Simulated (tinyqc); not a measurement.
Worked calculation: overlap of hydrogenic dopants: pairs, impurity band and the Mott density. Values are carried at full precision from step to step, so a last printed digit may differ when a step is redone from the rounded ones.

Ry* = Ry m/eps^2, aB = a0 eps/m. For 1s orbitals a distance rho = R/aB apart, in Ry*: overlap S = exp(-rho)(1 + rho + rho^2/3), J = (2/rho)(1 - (1 + rho) exp(-2 rho)) (attraction to the other ion), Kx = 2 (1 + rho) exp(-rho) (exchange of one electron). One electron on a pair has E = -1 - (J +/- Kx)/(1 +/- S), without the repulsion 2/rho of the ions. Hopping after orthogonalisation: t = (Kx - S J)/(1 - S^2), half the splitting. Dopants on a lattice with z neighbours, n = 1/R^3 (simple cubic), give a band of width B = 2 z t, as on any lattice of two interpenetrating sublattices. Valleys, central cells and disorder are left out.

Constants: Ry = 13.60569312 eV; a0 (Bohr radius) = 0.5291772105 angstrom; hbar = 6.58211957e-16 eV s.

Values chosen for the exercise (an isotropic mass and dielectric constant of the size used for donors in Ge; shifted at random, so the results belong to these values and not to a real crystal):
- m = 0.111 m0 (mass)
- eps = 16.4 (dielectric constant)
- N = 0.012 1/aB^3 (dopant density)
- rho = 6 aB (distance of a pair)
- u = 0.945 Ry* (cost of a second electron on one dopant)
- z = 6 (neighbours in the dopant lattice)

## Scales

Form Ry*, aB, and the density N in 1/cm^3 (1/angstrom^3 = 1e24/cm^3).

Ry* = 5.615 meV
aB = 78.185 angstrom
density = 2.511e+16 1/cm^3

## A pair with one electron

Form S, J, Kx, the two levels, t, and the total energy of the lower state with the repulsion, relative to a distant pair (-1).

S, J, Kx: 0.04710  0.33332  0.03470

levels (Ry*): even -1.35147, odd -1.31338

t = 0.01905 Ry*
energy of the pair against a distant one (negative: bound) = -0.01814 Ry*

In this host the pair is 46.9 nm long and its splitting 2t is 0.21 meV.

## The pair with two electrons (two-site Hubbard model)

t is the hopping between the two dopants. Singlet at (u - sqrt(u^2 + 16 t^2))/2 below the triplet at 0; estimate 4 t^2/u; weight of double occupancy (1 - u/sqrt(u^2 + 16 t^2))/2; swap time pi hbar/Jx with Jx the splitting in eV. t and u are in units of Ry*.

singlet-triplet splitting (meV): exact 0.008608, 4 t^2/u 0.008622

double occupancy = 0.0016
swap time = 240 ps

The estimate is 0.2 % too high at 4t/u = 0.08.

## The impurity band at this density

Form R/aB, t, B = 2 z t and N^(1/3) aB. Two estimates of the gap between the Hubbard bands: u - B (rigid bands, closing at B = u) and the Hubbard-III rule, which closes at B = (2/sqrt3) u; give B/u.

R/aB = 4.3679
t = 0.06963 Ry*

B: in Ry* 0.836, in meV 4.692

N^(1/3) aB = 0.2289
B/u = 0.884

Both rules leave a gap: an insulator at T = 0. Mott's screening rule, N^(1/3) aB = 0.26, puts this density on the insulating side.

## Checks

- Overlap S against numerical integration in elliptic coordinates: both 0.047096.

Run: tinyqc, `OMP_NUM_THREADS=1 python tinyqc.py 1450186 1450187 out.jsonl`; Intel(R) Xeon(R) Processor @ 2.30GHz, one thread, shared host; about 0.01 s of CPU time with all checks.
